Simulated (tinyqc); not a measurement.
Changing the coupling Delta_1: valley-orbit splitting of a donor ground state, with strain. Computed by tinyqc, a small Python program. Command: `OMP_NUM_THREADS=1 python tinyqc.py 3010281 3010282 out.jsonl valleyorbit sweep`. One thread of a shared host (Intel(R) Xeon(R) Processor @ 2.30GHz), about 0.01 s of CPU time with the checks.

The basis is the 1s envelope in each valley; energies are counted from the unstrained conduction-band edge. The strain is e_s (a a^T - 1/3) for the unit stress axis a, so valley j along n_j moves by Xi_u e_s w_j with w_j = (n_j.a)^2 - 1/3: +1/6 for x and y, -1/3 for z. The splitting at the zone boundary that a [110] shear adds for <100> valleys is left out.

Inputs (values chosen for the exercise, for a model many-valley semiconductor):

| quantity | value | unit |
|---|---|---|
| single-valley binding energy E_0 | 38.2 | meV |
| central-cell shift Lambda | 4.05 | meV |
| coupling Delta_2 | 2.6 | meV |
| shear deformation potential Xi_u | 9.06 | eV |
| shear strain e_s | 0.00084 | - |

Valleys: six along <100>. Stress axis: [110].

Method:
- By symmetry: E(A1) = E_0 + Lambda + 4 Delta_1 + Delta_2 (one state), E(T2) = E_0 + Lambda - Delta_2 (three), E(E) = E_0 + Lambda - 2 Delta_1 + Delta_2 (two), as binding energies.
- H_jj = -(E_0 + Lambda) + Xi_u e_s w_j; H_jk = -Delta_2 between opposite valleys and -Delta_1 between perpendicular ones.
- Diagonalise H; the ground vector has positive components. The density at the nucleus, and so the contact hyperfine coupling, scales as (sum_j c_j)^2/(number of valleys), which is 1 without strain; the envelopes are held fixed.
- The binding energy is counted from the lowest valley edge, min_j Xi_u e_s w_j; the gap is from the ground state to the next level.

One run for each value:

| coupling Delta_1 (meV) | E(A1) (meV) | E(T2) (meV) | hyperfine ratio A/A_0 | binding energy under strain (meV) | gap to the first excited state (meV) |
|---|---|---|---|---|---|
| 0.7 | 47.65 | 39.65 | 0.81638 | 45.964 | 4.633 |
| 1.0 | 48.85 | 39.65 | 0.89842 | 46.916 | 5.938 |
| 1.4 | 50.45 | 39.65 | 0.94667 | 48.339 | 7.983 |
| 2.1 | 53.25 | 39.65 | 0.97668 | 50.990 | 11.340 |
| 3.0 | 56.85 | 39.65 | 0.98889 | 54.503 | 14.853 |
| 4.3 | 62.05 | 39.65 | 0.99474 | 59.644 | 19.994 |
| 6.1 | 69.25 | 39.65 | 0.99744 | 66.804 | 27.154 |
| 8.8 | 80.05 | 39.65 | 0.99879 | 77.576 | 37.926 |

Over the rows, E(A1) (meV) rises from 47.6 to 80.0 (exponent d ln y / d ln x 0.070 between the first rows and 0.40 between the last); E(T2) (meV) does not change; hyperfine ratio A/A_0 rises from 0.816 to 0.999 (exponent d ln y / d ln x 0.27 between the first rows and 0.0037 between the last). A larger valley-orbit coupling resists the strain, so A/A_0 moves back towards 1.

Extremes, crossings and ranges named in words are read from the listed rows.
